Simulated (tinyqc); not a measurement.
The decay curve: photoconductance decay in a wafer: bulk and surface recombination modes, and iron detection by pair splitting. Computed by tinyqc, a small Python program. Command: `OMP_NUM_THREADS=1 python tinyqc.py 3113240 3113241 out.jsonl pcd walk`. One thread of a shared host (Intel(R) Xeon(R) Processor @ 2.30GHz), about 0.01 s of CPU time with the checks.

Both faces of the wafer have the same S; injection is low and all coefficients are constant. x runs from -W/2 to W/2.

Inputs (values chosen for the exercise, modelled on p-type silicon):
```
quantity,value,unit
thickness W,775,micrometre
diffusivity D,24.8,cm^2/s
bulk lifetime tau_b without iron,230,microsecond
surface recombination velocity S,14000,cm/s
absorption coefficient alpha,830,1/cm
```

Method:
- Even modes cos(a x) obey b tan b = S W/(2 D) with b = a W/2, odd modes sin(a x) obey -b cot b = S W/(2 D); each decays at the rate 1/tau_b + D a^2.
- tau_eff is the decay time of the first mode. The surface time is 1/(D a^2) of that mode; shortcuts for it are W/(2 S), W^2/(pi^2 D) and their sum, whose error is sum/surface time - 1.
- Light from one face makes n(x, 0) proportional to exp(-alpha (x + W/2)). Only even modes carry the thickness average: weight c_n = [sin b/b] int n cos(a x) dx / (int cos^2(a x) dx x mean n), with int exp(-alpha (x + W/2)) cos(a x) dx = [alpha cos b (1 - E) + a sin b (1 + E)]/(alpha^2 + a^2), E = exp(-alpha W), and int cos^2 = W/2 + sin(2 b)/(2 a).
- Mean density = sum_n c_n exp(-t/tau_n) over 60 modes; the local decay time is -1/(d ln n/dt).

W^2/(pi^2 D) = 24.5387 microsecond

tau_eff = 24.0271 microsecond

Decay:
```
t / (W^2/(pi^2 D)),t (microsecond),mean density/start,local decay time (microsecond)
0.02,0.491,0.41483,1.278
0.05,1.227,0.28318,2.755
0.10,2.454,0.20556,5.140
0.20,4.908,0.14630,9.743
0.50,12.269,0.08970,20.522
1.00,24.539,0.05258,23.920
2.00,49.077,0.01892,24.027
```

The local decay time goes from 1.28 to 24.0 microsecond against tau_eff = 24.0. Early on higher modes speed the decay, so a fit must start late.
